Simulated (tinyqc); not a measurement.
Worked calculation: ROHF in the 3-21g basis, for H2-, spin multiplicity 2. The basis has no diffuse functions, so it cannot describe the extra electron: this is an exercise in the method, not the real anion. One step of it, computed by the program tinyqc.

Problem. Iteration 3: diagonalisation and new density. Diagonalise F' = X^T F X, C = X C', fill 2 alpha and 1 beta electrons from the bottom; D(s) = C_occ C_occ^T. Each column has its largest component positive (the first on a tie).

extrapolated F (hartree), order 1H 1s, 1H 2s, 2H 1s, 2H 2s:
$$\begin{pmatrix}
0.628556 & -0.172134 & -0.215280 & -0.201550 \\
-0.172134 & 0.028840 & -0.201550 & -0.103038 \\
-0.215280 & -0.201550 & 0.628556 & -0.172134 \\
-0.201550 & -0.103038 & -0.172134 & 0.028840
\end{pmatrix}$$

X, order 1H 1s, 1H 2s, 2H 1s, 2H 2s:
$$\begin{pmatrix}
1.239127 & -0.483837 & 0.004702 & 0.022795 \\
-0.483837 & 1.545747 & 0.022795 & -0.550122 \\
0.004702 & 0.022795 & 1.239127 & -0.483837 \\
0.022795 & -0.550122 & -0.483837 & 1.545747
\end{pmatrix}$$

Give: F' = X^T F X; orbital energies; coefficients C; D(alpha) after iteration 3; D(beta) after iteration 3.

Solution.

F' = X^T F X (hartree):
$$\begin{pmatrix}
1.1675 & -0.6646 & -0.1154 & -0.0805 \\
-0.6646 & 0.5454 & -0.0805 & -0.1880 \\
-0.1154 & -0.0805 & 1.1675 & -0.6646 \\
-0.0805 & -0.1880 & -0.6646 & 0.5454
\end{pmatrix}$$

orbital energies (hartree): MO1 -0.1174, MO2 0.3627, MO3 1.5269, MO4 1.6537

coefficients C, order 1H 1s, 1H 2s, 2H 1s, 2H 2s:
$$\begin{pmatrix}
0.1976 & 0.1653 & 0.9169 & -0.9289 \\
0.4186 & 1.0592 & -0.6532 & 1.0967 \\
0.1976 & -0.1653 & 0.9169 & 0.9289 \\
0.4186 & -1.0592 & -0.6532 & -1.0967
\end{pmatrix}$$

D(alpha) after iteration 3, order 1H 1s, 1H 2s, 2H 1s, 2H 2s:
$$\begin{pmatrix}
0.0664 & 0.2578 & 0.0117 & -0.0924 \\
0.2578 & 1.2972 & -0.0924 & -0.9468 \\
0.0117 & -0.0924 & 0.0664 & 0.2578 \\
-0.0924 & -0.9468 & 0.2578 & 1.2972
\end{pmatrix}$$

D(beta) after iteration 3, order 1H 1s, 1H 2s, 2H 1s, 2H 2s:
$$\begin{pmatrix}
0.0391 & 0.0827 & 0.0391 & 0.0827 \\
0.0827 & 0.1752 & 0.0827 & 0.1752 \\
0.0391 & 0.0827 & 0.0391 & 0.0827 \\
0.0827 & 0.1752 & 0.0827 & 0.1752
\end{pmatrix}$$
